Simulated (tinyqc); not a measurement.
Buckled dimers of a reconstructed (001) surface, two dangling bonds a dimer: one step. An isolated dimer. Four cases, with inputs chosen for the exercise.

Problem. For ta = tx = 0, W = -2 sqrt(tp^2 + (gm z)^2) + kf z^2. It buckles if gm^2/kf > tp; then sqrt(tp^2 + (gm z)^2) = gm^2/kf, the gap is twice that, and the gain is (gm^2/kf - tp)^2 kf/gm^2.

Give: gm^2/kf; buckling z; gap; gain.

Case 1.

Values chosen (out of a larger set: of the size met on diamond (001); not measured data): tp = 0.93 eV (pi coupling inside a dimer); gm = 1.99 eV/angstrom (shift of a dangling bond with height); kf = 10.3 eV/angstrom^2 (force constant of buckling).

Solution.

gm^2/kf = 0.3845 eV
buckling z = 0.0000 angstrom
gap = 1.8600 eV
gain = 0.0000 eV

The pi bond is strong enough to keep the dimer flat.

Case 2.

Values chosen (out of a larger set: of the size met on Si(001); not measured data): tp = 0.38 eV (pi coupling inside a dimer); gm = 2.04 eV/angstrom (shift of a dangling bond with height); kf = 5.2 eV/angstrom^2 (force constant of buckling).

Solution.

gm^2/kf = 0.8003 eV
buckling z = 0.3453 angstrom
gap = 1.6006 eV
gain = 0.2207 eV

The pi bond is too weak to resist: the dimer tilts and charge moves to the up atom.

Case 3.

Values chosen (out of a larger set: of the size met on Si(001); not measured data): tp = 0.27 eV (pi coupling inside a dimer); gm = 1.65 eV/angstrom (shift of a dangling bond with height); kf = 4.5 eV/angstrom^2 (force constant of buckling).

Solution.

gm^2/kf = 0.6050 eV
buckling z = 0.3281 angstrom
gap = 1.2100 eV
gain = 0.1855 eV

The pi bond is too weak to resist: the dimer tilts and charge moves to the up atom.

Case 4.

Values chosen (out of a larger set: of the size met on diamond (001); not measured data): tp = 0.94 eV (pi coupling inside a dimer); gm = 2.34 eV/angstrom (shift of a dangling bond with height); kf = 7.9 eV/angstrom^2 (force constant of buckling).

Solution.

gm^2/kf = 0.6931 eV
buckling z = 0.0000 angstrom
gap = 1.8800 eV
gain = 0.0000 eV

The pi bond is strong enough to keep the dimer flat.

Computed by tinyqc, one run a case: `OMP_NUM_THREADS=1 python tinyqc.py N N+1 out.jsonl` with N = 1452158, 1452208, 1452234, 1452270; one thread of a shared Intel(R) Xeon(R) Processor @ 2.30GHz, about 0.03 s a run at most.
